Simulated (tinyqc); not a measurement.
Coverage against grain size: equilibrium and kinetic segregation of a solute to boundaries and growing surfaces. Computed by tinyqc, a small Python program. Command: `OMP_NUM_THREADS=1 python tinyqc.py 3031372 3031373 out.jsonl segreg walk`. One thread of a shared host (Intel(R) Xeon(R) Processor @ 2.30GHz), about 0.01 s of CPU time with the checks.

Inputs (values chosen for the exercise, modelled on a solute in a copper line):

| quantity | value | unit |
|---|---|---|
| segregation energy Q | 0.467 | eV |
| total solute fraction x0 | 0.0015 | - |
| temperature T | 925 | K |
| boundary thickness delta | 0.47 | nm |

Isotherm: Langmuir-McLean.

Constants: k_B = 8.617333262e-05 eV/K.

Method. With theta the solute fraction on boundary sites and x that in the grains, theta/(1 - theta) = [x/(1 - x)] exp[Q/(k_B T)]. Finite grains: boundary sites are the fraction f = 3 delta/d, and x0 = (1 - f) x + f theta; solve both equations for theta; share at boundaries = f theta/x0.

At T:

| d (nm) | theta | x in the grains | share at boundaries (%) |
|---|---|---|---|
| 15 | 0.01552 | 0.0000450 | 97.281 |
| 30 | 0.03012 | 0.0000886 | 94.368 |
| 60 | 0.05670 | 0.0001716 | 88.830 |
| 120 | 0.10076 | 0.0003198 | 78.931 |
| 250 | 0.16590 | 0.0005675 | 62.379 |
| 500 | 0.23023 | 0.0008532 | 43.284 |
| 1000 | 0.27967 | 0.0011072 | 26.289 |
| 5000 | 0.33048 | 0.0014072 | 6.213 |

What does the comparison show, and why?

From the largest grains to the smallest the share at boundaries rises from 6.2 to 97 %, and x/x0 falls to 0.030. In the dilute limit x/x0 = 1/(1 - f + f exp(Q/(k_B T))), which gives 0.030 at 15 nm.

Extremes, crossings and ranges named in words are read from the listed rows.
